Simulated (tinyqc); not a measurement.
Comparisons within one model: heavy doping: gap narrowing, degeneracy and the minority density. A value that a table varies takes the place of the one given here.

F_j(eta) = (1/Gamma(j + 1)) integral_0^infinity x^j dx/(1 + exp(x - eta)), which tends to exp(eta) for eta << 0.

Empirical narrowing (Slotboom form, constants chosen for the exercise; published fits of this form give the apparent narrowing, here it is taken as the true one): dEg = E0 [ln(N/N0) + sqrt(ln(N/N0)^2 + C)].

Majority: N = Nv F_1/2(eta), eta the distance of EF beyond the majority band edge in kT. Degeneracy factor gam = F_1/2(eta)/exp(eta). ni0^2 = Nc Nv exp(-Eg/kT); product n p = ni0^2 gam exp(dEg/kT), dEg the true narrowing; apparent narrowing dEa = dEg + kT ln gam; minority density = n p/N.

Bipolar transistor with N as emitter doping: beta = K (N/NB) exp((dEa_B + dG - dEa_E)/kT), dEa_E = dEg(N) + kT ln gam, dEa_B = dEg(NB). For the sweep in T, Nv is scaled as (T/T0)^(3/2) from its value at T0 = T.

Constants: kB = 8.617333262e-05 eV/K.

Parameters, chosen for this exercise (gap and densities of states near those of Si at this temperature; narrowing constants near the fits for Si; the results hold for these values, not for the real material):
```
symbol  value     unit    meaning
Eg      1.122     eV      gap
Nc      2.86e+19  1/cm^3  conduction-band density of states
Nv      1.16e+19  1/cm^3  valence-band density of states
T       300       K
E0      6.4       meV     narrowing scale
N0      1.5e+17   1/cm^3  onset density
C       0.5               smoothing constant
N       2.8e+18   1/cm^3  ionised acceptors, equal to the majority density
NB      4e+17     1/cm^3  base doping
K       1.9               ratio (D_B W_E)/(D_E W_B)
dG      50        meV     extra narrowing of the base by alloying
```

## Narrowing against degeneracy

N takes the values listed; the last column is N over the factor gam exp(dEg/kT), the doping that a simple model would need to give the same minority density.

Results:
```
N (1/cm^3)    eta      gam  dEg (meV)  dEa (meV)  minority (1/cm^3)  effective doping (1/cm^3)
3.0e+16     -5.96    0.999        1.0        0.9           1.62e+03                   2.89e+16
1.0e+17     -4.75    0.997        2.6        2.5                519                   9.06e+16
3.0e+17     -3.65    0.991       10.8       10.5                235                   2.00e+17
1.0e+18     -2.42    0.970       25.1       24.3                120                   3.90e+17
3.0e+18     -1.26    0.913       38.9       36.5               64.3                   7.31e+17
1.0e+19      0.15    0.740       54.1       46.3               28.2                   1.66e+18
3.0e+19      1.83    0.413       68.1       45.3               9.03                   5.21e+18
9.0e+19      4.55   0.0820       82.1       17.5               1.03                   4.58e+19
2.0e+20      7.96  0.00600       92.3      -40.0             0.0501                   9.38e+20
```

dEg grows steadily to 92.3 meV, while the apparent value peaks at 46.3 meV for N = 1e+19 and falls to -40.0 meV as the Fermi level enters the band (a negative value is not met in measurements: parabolic bands with a fixed mass overstate the filling). N grows by a factor 33 from the third to the sixth row and the effective doping by 8.3: net of degeneracy, narrowing takes away 75 % of the factor gained by heavier doping.

## Current gain against temperature

Gain:
```
T (K)  beta  beta with dG = 0  without narrowing
150     126              2.64               13.3
200    70.3              3.86               13.3
250    49.7              4.88               13.3
300    39.6              5.73               13.3
350    33.7              6.42               13.3
400    29.9              7.01               13.3
450    27.2              7.51               13.3
```

dEa_B + dG - dEa_E at T0 = 28.2 meV

beta is 126 at 150 K and 27.2 at 450 K, since the net exponent is positive: the gap is narrower in the base. At 300 K narrowing and degeneracy change the gain by a factor 0.431 and alloying the base by 6.92.

## What moves the minority density and the gain

All results formed anew. Each row changes one parameter from the base and keeps the others.

Results:
```
case                  dEg (meV)  dEa (meV)  minority (1/cm^3)  beta
base                      38.00      35.80               67.0  39.6
N = 5.6e+18 1/cm^3        46.77      42.39               43.2  61.4
E0 = 7.68 meV             45.60      43.40               90.0  32.9
N0 = 3e+17 1/cm^3         29.29      27.09               47.9  41.9
Eg = 1.142 eV             38.00      35.80               30.9  39.6
Nv = 1.51e+19 1/cm^3      38.00      36.31               89.0  38.8
NB = 8e+17 1/cm^3         38.00      35.80               67.0  27.3
```

The largest shifts from the base row, up to three for each result and ties (the steps differ in size, so this ranks the rows, not the parameters). dEg (meV): N +8.77, N0 -8.71, E0 +7.60; unchanged at the printed digits by Eg, Nv and NB. dEa (meV): N0 -8.71, E0 +7.60, N +6.59; unchanged at the printed digits by Eg and NB. minority (1/cm^3): Eg -36.1, N -23.8, E0 +22.9; unchanged at the printed digits by NB. beta: N +21.8, NB -12.3, E0 -6.71; unchanged at the printed digits by Eg.

Computed by tinyqc, a small Python program: `OMP_NUM_THREADS=1 python tinyqc.py 1680086 1680087 out.jsonl` (the numbers bound the seed that draws the inputs); one thread of a shared host (Intel(R) Xeon(R) Processor @ 2.30GHz), about 0.01 s for the whole set of steps.
